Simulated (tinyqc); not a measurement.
Electron mobility in a silicon inversion layer, empirical terms and Matthiessen rule: two steps of the calculation.

Inversion layer of sheet density Ns on a uniformly doped body, under a high-permittivity gate with an interlayer. The mobility terms are empirical power laws with prefactors chosen for the exercise; adding their inverses (Matthiessen) is itself an approximation.

Parameters, values chosen for the exercise; material values close to those of silicon:
```
symbol    value        unit                                                meaning
T           250           K                                            temperature
Eg         1.13          eV                                               band gap
eps_r      11.6                         relative permittivity of the semiconductor
Nc      2.15e19       cm^-3                 conduction-band density of states at T
Nv      1.99e19       cm^-3                    valence-band density of states at T
Nb       3.9e17       cm^-3                                            body doping
Vsb           0           V                                      reverse body bias
eta         0.5              weight of the inversion charge in the effective field
Ap          412  cm^2/(V s)           phonon-limited mobility at 1 MV/cm and 300 K
As         1100  cm^2/(V s)                  roughness-limited mobility at 1 MV/cm
gs            2                                     exponent of the roughness term
Ac         3000  cm^2/(V s)                                      Coulomb prefactor
Nit      5.5e11       cm^-2                                charge at the interface
Ar          240  cm^2/(V s)              remote-phonon mobility without interlayer
ti          0.4          nm                                   interlayer thickness
lr          0.8          nm                         decay length of remote phonons
Ns       1.2e13       cm^-2                                      inversion density
WL           10                                                          ratio W/L
Vd         0.05           V                                          drain voltage
I           193          uA                                measured linear current
```

Constants: q = 1.602176634e-19 C, kB = 1.380649e-23 J/K, Vt = kB T/q, eps0 = 8.8541878128e-14 F/cm where lengths are in cm. Results are converted to the units shown.

Task 1. Depletion charge and effective field. ni = sqrt(Nc Nv) exp(-Eg/(2 Vt)), Eg in volts; Ndep = sqrt(2 eps0 eps_r Nb (2 Vt ln(Nb/ni) + Vsb)/q); E = q (Ndep + eta Ns)/(eps0 eps_r), in MV/cm.

Find: ni; Ndep; E.

Result 1.

ni = 8.428e7 cm^-3
Ndep = 2.190e12 cm^-2
E = 1.278 MV/cm

The depletion charge gives 26.7 % of the field.

Task 2. Inversion density for the measured current. I = (W/L) q Ns mu Vd. E = q (Ndep + eta Ns)/(eps0 eps_r) in MV/cm. With t = T/(300 K): muC = Ac (Ns/1e12 cm^-2) t/(Nb/1e17 cm^-3 + Nit/1e11 cm^-2), muP = Ap E^(-1/3) t^(-1.75), muS = As E^(-gs), muR = Ar exp(2 ti/lr)/t; 1/mu is the sum of the inverses. Ns(new) = I/((W/L) q mu Vd).

Ns after iteration 1 = 1.5371248e13 cm^-2
Ndep = 2.1896909e12 cm^-2

Find: E; mu; Ns after iteration 2.

Result 2.

E = 1.5405 MV/cm
mu = 174.92 cm^2/(V s)
Ns after iteration 2 = 1.3773e13 cm^-2

Computed by the program tinyqc: `OMP_NUM_THREADS=1 python tinyqc.py 2510166 2510167 out.jsonl`, one thread of a shared Intel Xeon 2.30GHz, about 0.01 s for the whole run.
